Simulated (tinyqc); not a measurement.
MOS capacitor on a p-type substrate, surface potential from the exact charge relation: two steps of the calculation.

Uniform p-type substrate, Boltzmann statistics, full ionisation, classical densities. psi is the surface potential against the body (positive when the bands bend down) and u = psi/Vt. Traps are spread evenly over the gap and neutral at flat band, so their charge is -q Dit psi; the minority quasi-Fermi level is shifted by Vb.

Values chosen for this exercise; band and dielectric values close to those of silicon: temperature T = 300 K; band gap Eg = 1.1 eV; relative permittivity eps_r = 11.8; conduction-band density of states at T Nc = 2.77e19 cm^-3; valence-band density of states at T Nv = 2.67e19 cm^-3; acceptor density of the substrate N = 5e16 cm^-3; relative permittivity of the gate insulator (close to silicon dioxide) eox = 3.9; insulator thickness tox = 26 nm; fixed charge at the interface, in units of q Nf = -4.2e10 cm^-2; density of interface traps Dit = 0 cm^-2 eV^-1; reverse bias of the inversion layer against the body Vb = 1.1 V; gate voltage against the body Vg = 3.63 V.

Constants: q = 1.602176634e-19 C, kB = 1.380649e-23 J/K, Vt = kB T/q, eps0 = 8.8541878128e-14 F/cm where lengths are in cm. Results are converted to the units shown.

Task 1. Newton step for the surface potential. u = psi/Vt; F^2 = exp(-u) + u - 1 + r (exp(u) - u - 1); Qs = -sign(u) Q0 F; Cs = -dQs/dpsi = (Q0/Vt) |1 - exp(-u) + r (exp(u) - 1)|/(2 F). f = Vfb + psi + (q Dit psi - Qs)/Cox - Vg, f' = 1 + (Cs + q Dit)/Cox, psi(new) = psi - f/f'.

psi after iteration 2 = 3.3635649 V
Cox = 0.13281282 uF/cm^2
Vfb = 0.16302715 V
Q0 = 20.802601 nC/cm^2
r = 3.2559495e-32

Give: u; F; Qs; Cs; f; f'; psi after iteration 3.

Result 1.

u = 130.1
F = 3.229e12
Qs = -6.717e13 nC/cm^2
Cs = 1.299e12 uF/cm^2
f = 5.057e11 V
f' = 9.781e12
psi after iteration 3 = 3.312 V

This iterate lies far beyond the solution, so its charge is not a physical one.

Task 2. Charges, field and capacitances at the solution. ni = sqrt(Nc Nv) exp(-Eg/(2 Vt)), Eg in volts; phiF = Vt ln(N/ni); Cox = eps0 eox/tox; Vfb = phiM - chi - (Eg - Vt ln(Nv/N)) - q Nf/Cox; Q0 = sqrt(2 eps0 eps_r q N Vt); r = (ni/N)^2 exp(-Vb/Vt); VT = Vfb + [(2 phiF + Vb)(1 + q Dit/Cox) + sqrt(2 eps0 eps_r q N (2 phiF + Vb))/Cox].

Low frequency: 1/C_LF = 1/Cox + 1/(Cs + q Dit). High frequency, in the simple estimate in which traps and minority carriers do not follow: 1/C_HF = 1/Cox + 1/Cd, Cd being Cs with r = 0 at the same psi. Minority sheet density N_inv = (Q0/(2 q)) int_0^u r (exp(t) - 1)/F(t) dt for u > 0. Oxide field |Qs - q Dit psi + q Nf|/(eps0 eox).

converged psi = 1.9507773 V

Give: Qs; N_inv; oxide field; Cs; C_LF/Cox; C_HF/Cox.

Result 2.

Qs = -201.37 nC/cm^2
N_inv = 1.3738e11 cm^-2
oxide field = 0.60264 MV/cm
Cs = 0.84142 uF/cm^2
C_LF/Cox = 0.86367
C_HF/Cox = 0.25985

The surface is in strong inversion (borders at |psi| = 0, phiF + Vb and 2 phiF + Vb = 1.87 V). Minority carriers make up 10.9 % of Qs.

Program tinyqc, `OMP_NUM_THREADS=1 python tinyqc.py 2060040 2060041 out.jsonl`; Intel Xeon 2.30GHz, shared host, one thread, about 0.01 s.
